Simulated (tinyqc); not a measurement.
When the interface binds a state: heterojunction of two tight-binding chains.

Left chain: hopping -t1, sites at 2 t1 (band bottom 0). Right chain: hopping -t2, sites at dE + 2 t2 (bottom dE). t = c/(m a^2), c = hbar^2/2m0. The bond across the interface is -tc with tc = f sqrt(t1 t2), and the last left site has the extra energy U. In a chain E = bottom + 2t (1 - cos(ka)); the surface Green function of a half chain is g = -exp(ika)/t, with Im k > 0 where cos(ka) > 1.

Constants: hbar^2/2m0 = 3.80998211 eV angstrom^2.

Values chosen for the exercise (masses and offset of the size met at InGaAs / InAlAs; the results hold for these values, not for the real material): a = 5.65 angstrom (site spacing); m1 = 0.038 m0 (mass on the left); m2 = 0.071 m0 (mass on the right); dE = 0.42 eV (band offset); f = 1 (factor on the interface hopping).

A state below both bands solves E - 2 t1 - U - S1(E) - S2(E) = 0 for E < 0, with S1 = -t1 z1, S2 = -(tc^2/t2) z2 and |z| < 1 the decaying root of z + 1/z = 2 - (E - bottom)/t. Decay lengths -a/ln|z|. The threshold is the U that solves the equation at E = 0. A dash: no bound state.

Interface state:
```
U (eV),E (eV),decay left (angstrom),decay right (angstrom)
-0.37,-,-,-
-0.74,-,-,-
-1.10,-,-,-
-1.35,-0.0044,151.5,11.4
-1.59,-0.0314,56.5,11.0
-1.96,-0.1047,31.0,10.2
-2.45,-0.2425,20.4,9.1
-3.68,-0.7399,11.8,7.0
```

threshold U = -1.2259 eV

The step pushes the state out, so an attraction must exceed 1.2259 eV to bind; 5 of the 8 rows are bound. At U = -3.68 eV the state decays over 11.8 angstrom to the left and 7.0 to the right, where the band lies higher.

Computed by tinyqc, a small Python program: `OMP_NUM_THREADS=1 python tinyqc.py 1481930 1481931 out.jsonl` (the numbers bound the seed that draws the inputs); one thread of a shared host (Intel(R) Xeon(R) Processor @ 2.30GHz), about 0.01 s for the whole set of steps.
